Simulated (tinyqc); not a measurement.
From one barrier to a miniband: Kronig-Penney superlattice by transfer matrices.

Wells (width a, potential 0, mass mw) alternate with barriers (width b, height V0, mass mb); period d = a + b; c = hbar^2/2m0. The vector (psi, psi'/m) is continuous, and a layer of thickness t carries it by M = [[cos kt, (m/k) sin kt], [-(k/m) sin kt, cos kt]] with k = sqrt(m (E - V)/c); for E < V, k = i kappa gives [[cosh, (m/kappa) sinh], [(kappa/m) sinh, cosh]] of kappa t. A Bloch state obeys cos(q d) = tr(Mb Mw)/2.

Constants: hbar^2/2m0 = 3.80998211 eV angstrom^2.

Parameters, chosen for this exercise (near those of an InGaAs superlattice with barriers of InP; not measured data):

| symbol | value | unit | meaning |
|---|---|---|---|
| a | 54 | angstrom | well width |
| b | 17 | angstrom | barrier width |
| V0 | 0.239 | eV | barrier height |
| mw | 0.0407 | m0 | mass in the wells |
| mb | 0.0803 | m0 | mass in the barriers |

Transmission through N barriers separated by wells, between leads of the well material: T = 4/[(M11 + M22)^2 + (u M12 - M21/u)^2] with u = k/mw and M the product over all layers; twelve evenly spaced energies around the first miniband.

Transmission:

| E (eV) | tr M/2 of a period | N = 1 | N = 2 | N = 4 | N = 8 |
|---|---|---|---|---|---|
| 0.014376 | 2.495 | 0.158 | 0.00750 | 1.44e-05 | 5.28e-11 |
| 0.029726 | 1.749 | 0.263 | 0.0283 | 0.000278 | 2.64e-08 |
| 0.045075 | 1.108 | 0.333 | 0.0923 | 0.0119 | 0.000287 |
| 0.060425 | 0.563 | 0.383 | 0.329 | 0.478 | 0.299 |
| 0.075775 | 0.104 | 0.421 | 0.943 | 0.814 | 0.566 |
| 0.091124 | -0.276 | 0.451 | 0.730 | 0.484 | 0.550 |
| 0.106474 | -0.585 | 0.475 | 0.398 | 0.625 | 0.393 |
| 0.121824 | -0.832 | 0.495 | 0.261 | 0.376 | 0.232 |
| 0.137174 | -1.021 | 0.511 | 0.200 | 0.0505 | 0.00713 |
| 0.152523 | -1.161 | 0.526 | 0.171 | 0.0176 | 0.000199 |
| 0.167873 | -1.256 | 0.538 | 0.156 | 0.00987 | 3.65e-05 |
| 0.183223 | -1.311 | 0.549 | 0.151 | 0.00740 | 1.57e-05 |

What can be read from this table?

5 of the energies lie in the miniband (|tr M/2| <= 1); there T for N = 8 runs between 0.232 and 0.566. In the gaps it falls with N: at E = 0.1832 eV from 0.0074 (N = 4) to 1.57e-05 (N = 8), a slope of ln T of -1.54 a period, against -2 arccosh|tr M/2| = -1.54.

Run: tinyqc, `OMP_NUM_THREADS=1 python tinyqc.py 1250896 1250897 out.jsonl`; Intel(R) Xeon(R) Processor @ 2.30GHz, one thread, shared host; about 0.2 s of CPU time with all checks.
